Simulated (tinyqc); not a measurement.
From results back to parameters: thresholds of impact ionisation and Auger recombination from band masses. Five cases, with inputs chosen for the exercise.

Problem. For parabolic bands the thresholds of impact ionisation are Eg (1 + 2 mu)/(1 + mu) for electrons and Eg (2 + mu)/(1 + mu) for heavy holes, mu = me/mh. Both are given.

Find: Eg; mu.

Method. The sum is 3 Eg; mu = (E_e - Eg)/(2 Eg - E_e).

Case 1.

thresholds for electrons and holes (eV): 1.650715  2.813285

Solution.

Eg = 1.488 eV
mu = 0.1228

Case 2.

thresholds for electrons and holes (eV): 1.803287  2.960713

Solution.

Eg = 1.588 eV
mu = 0.1568

Case 3.

thresholds for electrons and holes (eV): 0.432783  0.797217

Solution.

Eg = 0.410 eV
mu = 0.0588

Case 4.

thresholds for electrons and holes (eV): 0.920204  1.563796

Solution.

Eg = 0.828 eV
mu = 0.1253

Case 5.

thresholds for electrons and holes (eV): 0.884600  1.536400

Solution.

Eg = 0.807 eV
mu = 0.1064

Computed by tinyqc, one run a case: `OMP_NUM_THREADS=1 python tinyqc.py N N+1 out.jsonl` with N = 1880053, 1880073, 1880106, 1880111, 1880117; one thread of a shared Intel(R) Xeon(R) Processor @ 2.30GHz, about 0.01 s a run at most.
